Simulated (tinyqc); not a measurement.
Deep-level transient spectroscopy (DLTS) of one majority-carrier trap: one step, computed by the program tinyqc.

A filling pulse loads the traps in a one-sided junction; under reverse bias they empty at the rate e, and the capacitance relaxes as C(t) = C_0 - dC exp(-e t). The signal is S = [C(t_2) - C(t_1)]/dC.

Question. Rate window and signal. S(e) = exp(-e t_1) - exp(-e t_2) peaks at the rate window e_0 = ln(t_2/t_1)/(t_2 - t_1).

Inputs (values chosen for the exercise, with mass and screening modelled on silicon): gate time t_1 = 0.0003 s; ratio t_2/t_1 = 5; temperature T = 169 K.

Carriers: holes. Extra term: Poole-Frenkel lowering.

emission rate e = 8.730199 1/s

Give: rate window e_0; peak height S_max; signal at T.

Answer.

rate window e_0 = 1341.2 1/s

peak height S_max = 0.53499

signal at T = 0.010394

At this T the trap empties slower than the window, by a factor 154: the point lies on the low-temperature side of the peak.
